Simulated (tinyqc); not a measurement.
# Amplitude against the length of the filling pulse

In DLTS the amplitude of the capacitance transient follows the share of traps filled by the pulse. In the neutral layer an empty trap fills as 1 - exp(-tp/tc), tc = 1/(sn vth(T) Nd), vth(T) = vth (T/300 K)^0.5; emission during the pulse and slow capture at the depletion edge are neglected.

Inputs (values chosen for the exercise):
- vth = 2.2e7 cm/s (thermal velocity at 300 K)
- Nd = 2.8e16 cm^-3 (shallow donor density)
- sn = 1.5e-17 cm^2 (capture cross-section)
- T = 160 K (temperature of the transient)

Result of one run:
```
tp (s)  tp/tc  amplitude over its full value  ln(1 - that)
3.4e-7  2.294                         0.8992        -2.294
```

What becomes of these results when the pulse length tp is changed from 3.4e-7 to 4.1e-8 s, all else the same?

Result of the changed run:
```
tp (s)   tp/tc  amplitude over its full value  ln(1 - that)
4.1e-8  0.2767                         0.2417       -0.2767
```

The whole series:
```
tp (s)    tp/tc  amplitude over its full value  ln(1 - that)
8.2e-9  0.05533                        0.05383      -0.05533
1.4e-8  0.09447                        0.09015      -0.09447
2.4e-8   0.1620                         0.1495       -0.1620
4.1e-8   0.2767                         0.2417       -0.2767
6.9e-8   0.4656                         0.3722       -0.4656
1.2e-7   0.8098                         0.5550       -0.8098
2e-7      1.350                         0.7407        -1.350
3.4e-7    2.294                         0.8992        -2.294
5.8e-7    3.914                         0.9800        -3.914
9.9e-7    6.680                         0.9987        -6.680
```

The amplitude rises from 0.0538 to 0.999 of its full value. The last column is linear in tp with slope -1/tc, tc = 1.48e-7 s, which gives the cross-section from Nd and vth, independently of the Arrhenius intercept; 99 % filling needs 6.82e-7 s.

Program tinyqc, `OMP_NUM_THREADS=1 python tinyqc.py 2050035 2050036 out.jsonl`; Intel Xeon 2.30GHz, shared host, one thread, about 0.01 s.
